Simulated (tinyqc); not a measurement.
Worked calculation: G0W0 on RHF in the 6-31g basis, for H2, spin multiplicity 1. Computed by tinyqc, a small Python program that keeps every step (integrals from PySCF). Settings: charge = 0, multiplicity = 1, basis = 6-31g, method = RHF, energy threshold = 1e-10, iteration cap = 73, orthogonalisation = symmetric, start = Wolfsberg-Helmholz matrix, DIIS depth = 6. Command: `OMP_NUM_THREADS=1 python tinyqc.py 27184 27185 out.jsonl` (the two numbers bound the seeds that draw the settings). One thread of a shared host (Intel(R) Xeon(R) Processor @ 2.60GHz), about 0.04 s of CPU time with the checks. The early iterations of the SCF are left out here.

## One-electron integrals

Geometry (angstrom):
```
atom,x,y,z
H,0.000000,0.000000,0.000000
H,0.000000,0.000000,0.671000
```

Basis 6-31g: exponents (1/bohr^2) and contraction coefficients of normalised primitives:
```
element,l (shell),exponent,coefficient
H,s (1),18.731137,0.033495
H,s (1),2.825394,0.234727
H,s (1),0.640122,0.813757
H,s (2),0.161278,1.000000
```

Overlap, kinetic and nuclear-attraction integrals over the contracted functions; the nuclear repulsion is the sum of Za Zb / Rab.

nuclear repulsion = 0.78863966 hartree

overlap S, lower triangle:
```
,1H 1s,1H 2s,2H 1s,2H 2s
1H 1s,1.000000
1H 2s,0.658292,1.000000
2H 1s,0.518849,0.532861,1.000000
2H 2s,0.532861,0.878399,0.658292,1.000000
```

kinetic energy T (hartree), lower triangle:
```
,1H 1s,1H 2s,2H 1s,2H 2s
1H 1s,1.395678
1H 2s,0.259735,0.241917
2H 1s,0.315811,0.180405,1.395678
2H 2s,0.180405,0.194132,0.259735,0.241917
```

nuclear attraction V (hartree), lower triangle:
```
,1H 1s,1H 2s,2H 1s,2H 2s
1H 1s,-2.419523
1H 2s,-1.211394,-1.186223
2H 1s,-1.235375,-1.013262,-2.419523
2H 2s,-1.013262,-1.079025,-1.211394,-1.186223
```

core Hamiltonian H = T + V (hartree), lower triangle:
```
,1H 1s,1H 2s,2H 1s,2H 2s
1H 1s,-1.023844
1H 2s,-0.951659,-0.944306
2H 1s,-0.919564,-0.832858,-1.023844
2H 2s,-0.832858,-0.884893,-0.951659,-0.944306
```

## Two-electron integrals

Functions are numbered as in S; the eight-fold symmetry (ij|kl) = (ji|kl) = (kl|ij) leaves the list below.

Two-electron integrals (ij|kl) in chemists' order, unique and non-zero (hartree):
```
i,j,k,l,(ij|kl)
1,1,1,1,1.076566
2,1,1,1,0.578470
2,1,2,1,0.329423
2,2,1,1,0.587396
2,2,2,1,0.361304
2,2,2,2,0.453150
3,1,1,1,0.477026
3,1,2,1,0.269496
3,1,2,2,0.290850
3,1,3,1,0.263187
3,2,1,1,0.377195
3,2,2,1,0.226673
3,2,2,2,0.269070
3,2,3,1,0.226724
3,2,3,2,0.214988
3,3,1,1,0.707512
3,3,2,1,0.429549
3,3,2,2,0.511962
3,3,3,1,0.477026
3,3,3,2,0.462582
3,3,3,3,1.076566
4,1,1,1,0.462582
4,1,2,1,0.264171
4,1,2,2,0.291029
4,1,3,1,0.226724
4,1,3,2,0.193898
4,1,3,3,0.377195
4,1,4,1,0.214988
4,2,1,1,0.497766
4,2,2,1,0.307545
4,2,2,2,0.389610
4,2,3,1,0.264489
4,2,3,2,0.253369
4,2,3,3,0.497766
4,2,4,1,0.253369
4,2,4,2,0.349644
4,3,1,1,0.429549
4,3,2,1,0.262215
4,3,2,2,0.320130
4,3,3,1,0.269496
4,3,3,2,0.264171
4,3,3,3,0.578470
4,3,4,1,0.226673
4,3,4,2,0.307545
4,3,4,3,0.329423
4,4,1,1,0.511962
4,4,2,1,0.320130
4,4,2,2,0.416850
4,4,3,1,0.290850
4,4,3,2,0.291029
4,4,3,3,0.587396
4,4,4,1,0.269070
4,4,4,2,0.389610
4,4,4,3,0.361304
4,4,4,4,0.453150
```

## Orthogonalisation

S = U s U^T; symmetric (Loewdin) form X = U s^(-1/2) U^T, so that X^T S X = 1.

eigenvalues of S: 0.082168  0.493981  0.520584  2.903266

X, lower triangle:
```
,1H 1s,1H 2s,2H 1s,2H 2s
1H 1s,1.321154
1H 2s,-0.507417,2.120965
2H 1s,-0.253934,0.094140,1.321154
2H 2s,0.094140,-1.178493,-0.507417,2.120965
```

## Iteration 5 (converged): orbitals

converged F (hartree), lower triangle:
```
,1H 1s,1H 2s,2H 1s,2H 2s
1H 1s,-0.087138
1H 2s,-0.530564,-0.340725
2H 1s,-0.598977,-0.540576,-0.087138
2H 2s,-0.540576,-0.373195,-0.530564,-0.340725
```

Diagonalise F' = X^T F X, C = X C', fill 1 alpha and 1 beta electrons from the bottom; D = 2 C_occ C_occ^T. Each column has its largest component positive (the first on a tie).

F' = X^T F X (hartree), lower triangle:
```
,1,2,3,4
1,0.652038
2,-0.586702,0.291030
3,-0.610563,-0.092938,0.652038
4,-0.092938,-0.207938,-0.586702,0.291030
```

orbital energies (hartree): MO1 -0.617675, MO2 0.256615, MO3 0.742242, MO4 1.504953

coefficients C:
```
,MO1,MO2,MO3,MO4
1H 1s,0.338262,0.108887,0.735158,-1.187237
1H 2s,0.254193,1.906967,-0.681844,1.409831
2H 1s,0.338262,-0.108887,0.735158,1.187237
2H 2s,0.254193,-1.906967,-0.681844,-1.409831
```

D after iteration 5, lower triangle:
```
,1H 1s,1H 2s,2H 1s,2H 2s
1H 1s,0.228842
1H 2s,0.171968,0.129229
2H 1s,0.228842,0.171968,0.228842
2H 2s,0.171968,0.129229,0.171968,0.129229
```

## Convergence

Stop when the energy changes by less than 1e-10 hartree and every element of the error matrix X^T (F D S - S D F) X is below 3e-06.

Course of the cycle:
```
iteration,E (hartree),change,largest element of the error matrix
1,-1.12166198,-,3.62e-02
2,-1.12386508,-2.20e-03,5.28e-03
3,-1.12391311,-4.80e-05,1.02e-05
4,-1.12391311,-1.47e-10,4.25e-06
5,-1.12391311,-1.87e-11,2.68e-06
```

PySCF RHF in the same basis = -1.12391311 hartree

Converged in 5 iterations.

## Integrals over molecular orbitals

(pq|rs) = sum C_ip C_jq C_kr C_ls (ij|kl), one index at a time.

one-electron integrals over orbitals h = C^T H C (hartree), lower triangle:
```
,1,2,3,4
1,-1.294879
2,0.000000,-0.533261
3,-0.176267,0.000000,-0.223440
4,0.000000,0.208961,0.000000,0.265247
```

Two-electron integrals over orbitals (pq|rs), unique and non-zero (hartree):
```
p,q,r,s,(pq|rs)
1,1,1,1,0.677204
2,1,2,1,0.072476
2,2,1,1,0.431176
2,2,2,2,0.382385
3,1,1,1,0.176267
3,1,2,2,0.045027
3,1,3,1,0.112667
3,2,2,1,-0.024731
3,2,3,2,0.038176
3,3,1,1,0.539175
3,3,2,2,0.376841
3,3,3,1,0.119083
3,3,3,3,0.461035
4,1,2,1,-0.077521
4,1,3,2,-0.014011
4,1,4,1,0.144927
4,2,1,1,-0.143241
4,2,2,2,-0.050263
4,2,3,1,-0.069613
4,2,3,3,-0.092276
4,2,4,2,0.062590
4,3,2,1,-0.073190
4,3,3,2,0.003706
4,3,4,1,0.120106
4,3,4,3,0.114715
4,4,1,1,0.692317
4,4,2,2,0.439760
4,4,3,1,0.209120
4,4,3,3,0.556919
4,4,4,2,-0.166560
4,4,4,4,0.772906
```

## Screening: direct RPA

With D = e_a - e_i and K = (ia|jb): diagonalise D^(1/2) (D + 4K) D^(1/2) = Z w^2 Z^T; X + Y = D^(1/2) Z w^(-1/2), each column of Z with its largest component positive (the first on a tie); E_c = (sum w - tr (D + 2K)) / 2.

D^(1/2) (D + 4K) D^(1/2) (hartree^2), lower triangle:
```
,1>2,1>3,1>4
1>2,1.017842
1>3,0.000000,2.462246
1>4,-0.422419,0.000000,5.736055
```

excitation energies w (hartree): 0.990112  1.569154  2.402827

X + Y:
```
,1,2,3
1>2,0.936007,0.000000,-0.053369
1>3,0.000000,0.930944,0.000000
1>4,0.129543,0.000000,0.936201
```

RPA correlation energy = -0.02744092 hartree

## G0W0 on Hartree-Fock: HOMO

W(p,q,m) = sqrt2 sum_ia (pq|ia) (X+Y)_ia,m; Sigma_c(x) = sum_(i,m) W^2/(x - e_i + w_m) + sum_(a,m) W^2/(x - e_a - w_m); solve x = e_p + Sigma_c(x) by Newton steps; Z = 1/(1 - dSigma/dx); 1 hartree = 27.211386 eV.

The 12 largest terms at x = e_p (hartree; W for the signs of X + Y given):
```
q,m,W,term
1,2,0.232065,0.034320
4,3,0.197733,-0.008640
3,2,0.148332,-0.007512
2,1,0.081735,-0.003583
2,3,-0.108107,-0.003566
4,1,-0.076065,-0.001859
```

Newton steps (hartree):
```
step,x,Sigma_c(x),Z
0,-0.617675,0.009161,0.970918
1,-0.608780,0.008895,0.971102
2,-0.608780,0.008895,0.971102
```

quasiparticle energy of the HOMO = -16.565738 eV

Hartree-Fock value = -16.807789 eV

## G0W0 on Hartree-Fock: LUMO

As before.

The 12 largest terms at x = e_p (hartree; W for the signs of X + Y given):
```
q,m,W,term
1,1,0.081735,0.003583
1,3,-0.108107,0.003566
4,2,-0.091649,-0.002981
2,2,0.059280,-0.002239
3,1,-0.035304,-0.000845
3,3,-0.016683,-0.000096
```

Newton steps (hartree):
```
step,x,Sigma_c(x),Z
0,0.256615,0.000988,0.993936
1,0.257597,0.000982,0.993935
2,0.257597,0.000982,0.993935
```

quasiparticle energy of the LUMO = 7.009573 eV

Hartree-Fock value = 6.982855 eV
